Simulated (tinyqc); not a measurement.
Thin-film transistor with exponential tail and deep states, accumulation layer: one step of the calculation.

An undoped film in accumulation, thicker than the space-charge layer. With band bending psi the Fermi level lies E0 - psi below the band edge. Free electrons n = n0 exp(psi/Vt) carry the current; electrons in two exponential distributions of traps, a = a0 exp(psi/Va) and d = d0 exp(psi/Vp), do not. Linear regime, ohmic contacts, traps in equilibrium.

Task. Surface potential by Newton steps. Va = kB Tt/q, Vp = kB Td/q. G(psi) = sum over the three kinds of c0 [V (exp(psi/V) - 1) - psi], field F = sqrt(2 q G/(eps0 eps_r)); Vg = psi + eps0 eps_r F/Ci at the surface. f = psi + eps0 eps_r F/Ci - Vg, f' = 1 + q rho/(Ci F) with rho = sum c0 (exp(psi/V) - 1); psi(new) = psi - f/f'.

Parameters, values chosen for the exercise; values close to those of amorphous silicon:
- T = 300 K (temperature)
- eps_r = 11.8 (relative permittivity of the semiconductor)
- Tt = 350 K (characteristic temperature of the tail)
- Td = 1130 K (characteristic temperature of the deep states)
- Ci = 35 nF/cm^2 (gate capacitance)
- Vg = 7 V (gate voltage above flat band)

Constants: q = 1.602176634e-19 C, kB = 1.380649e-23 J/K, Vt = kB T/q, eps0 = 8.8541878128e-14 F/cm where lengths are in cm. Results are converted to the units shown.

psi after iteration 1 = 0.54363405 V
n0 = 2.4191119e10 cm^-3
a0 = 4.3311804e12 cm^-3
d0 = 2.4999156e15 cm^-3

Find: F; f; f'; psi after iteration 2.

Result.

F = 1725.1 kV/cm
f = 45.039 V
f' = 863.33
psi after iteration 2 = 0.49147 V

Numbers from tinyqc (`OMP_NUM_THREADS=1 python tinyqc.py 2610061 2610062 out.jsonl`; about 0.04 s on one thread of a shared Intel Xeon 2.30GHz).
